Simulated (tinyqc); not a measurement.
# Resistance of a source-drain extension with a graded tip: what changes with what

y runs along the channel, the gate covers y > 0. The doping is N0 for y < y0 and N0 10^(-(y - y0)/la) beyond, uniform over the depth xj. Sheet conductance s(y) = q mu(N) max(N - Nch, 0) xj + (for y > 0) ma Cox Vo, with mu(N) = u0 + (u1 - u0)/(1 + (N/Nr)^au) and Cox = eps0 eox/tox. Current is taken as one-dimensional; depletion of the tip, spreading and the contact are left out. The metallurgical junction lies at yj, where N = Nch.

Parameters, values chosen for the exercise; mobility law close to that of electrons in silicon:
```
symbol,value,unit,meaning
eox,21.9,,relative permittivity of the gate insulator (close to hafnium oxide)
tox,10,nm,insulator thickness
N0,5.7e19,cm^-3,active doping of the extension far from the gate
la,3.4,nm/decade,lateral abruptness
y0,-0.6,nm,position under the gate where the fall begins (gate edge at 0)
xj,20,nm,depth of the extension
Nch,1e18,cm^-3,channel doping
Ls,9,nm,spacer length
Vo,0.63,V,gate overdrive
ma,230,cm^2/(V s),mobility of the gate-induced layer
u1,1414,cm^2/(V s),mobility at low doping
u0,68.5,cm^2/(V s),mobility at high doping
Nr,9.2e16,cm^-3,reference doping
au,0.711,,exponent
Lg,50,nm,gate length
```

Constants: q = 1.602176634e-19 C, eps0 = 8.8541878128e-14 F/cm where lengths are in cm. Results are converted to the units shown.

Each table varies one quantity; the others keep the values above.

## Abruptness at a fixed junction position

R_spacer = integral of dy/s from -Ls to 0, R_ov from 0 to yj, R_channel = (Lg - 2 yj)/(ma Cox Vo), R_total = 2 R_spacer + 2 R_ov + R_channel. Electrical length L_eff = ma Cox dR_total/d(1/Vo); R_series = R_total - L_eff/(ma Cox Vo). y0 is moved with la so that yj stays at 5.3700 nm.

The same in every row: yj (nm) = 5.370; R_channel (ohm um) = 139.7.

Results:
```
la (nm/decade)	R_spacer (ohm um)	R_ov (ohm um)	R_total (ohm um)	L_eff (nm)	R_series (ohm um)
1	6.096	5.391	162.7	40.65	18.02
1.9	6.096	7.492	166.9	41.66	18.64
2.8	6.096	9.594	171.1	42.66	19.27
3.6	6.306	11.32	175.0	43.53	20.07
5.4	9.862	13.65	186.7	44.98	26.64
6.3	13.03	14.34	194.5	45.50	32.53
7.2	16.93	14.87	203.3	45.91	39.92
```

Estimate the missing row, la = 4.5 nm/decade.

Computed row:
```
la (nm/decade)	R_spacer (ohm um)	R_ov (ohm um)	R_total (ohm um)	L_eff (nm)	R_series (ohm um)
4.5	7.570	12.69	180.3	44.34	22.45
```

With this row back in the table: As la goes from 1 to 7.2 nm/decade, R_total rises from 163 to 203 ohm um, R_spacer rises from 6.10 to 16.9 ohm um and R_ov rises from 5.39 to 14.9 ohm um. R_total changes on average by 6.55 ohm um for each nm/decade. L_eff exceeds the metallurgical length by 1.39 nm in the first row and 6.65 nm in the last, since the gate also controls the lightly doped tips.

## Effect of the active doping of the extension far from the gate

Same model as above.

Results:
```
N0 (cm^-3)	yj (nm)	R_spacer (ohm um)	R_ov (ohm um)	R_channel (ohm um)	R_total (ohm um)	L_eff (nm)	R_series (ohm um)
2e19	3.824	15.40	9.271	150.7	200.1	46.12	35.94
3.1e19	4.471	10.58	10.09	146.1	187.5	44.99	27.35
4.7e19	5.085	7.343	10.71	141.8	177.9	43.86	21.75
7.2e19	5.715	5.002	11.18	137.3	169.6	42.66	17.81
1.7e20	6.984	2.252	11.78	128.2	156.3	40.17	13.35
2.6e20	7.611	1.503	11.95	123.8	150.7	38.92	12.17
4e20	8.247	0.9927	12.07	119.3	145.4	37.65	11.37
```

Estimate the missing row, N0 = 1.1e20 cm^-3.

Computed row:
```
N0 (cm^-3)	yj (nm)	R_spacer (ohm um)	R_ov (ohm um)	R_channel (ohm um)	R_total (ohm um)	L_eff (nm)	R_series (ohm um)
1.1e20	6.341	3.387	11.53	132.8	162.6	41.44	15.17
```

With this row back in the table: As N0 goes from 2e19 to 4e20, R_total falls from 200 to 145 ohm um, L_eff falls from 46.1 to 37.7 nm and R_series falls from 35.9 to 11.4 ohm um.

Computed by the program tinyqc: `OMP_NUM_THREADS=1 python tinyqc.py 2282086 2282087 out.jsonl`, one thread of a shared Intel Xeon 2.30GHz, about 0.03 s for the whole run.
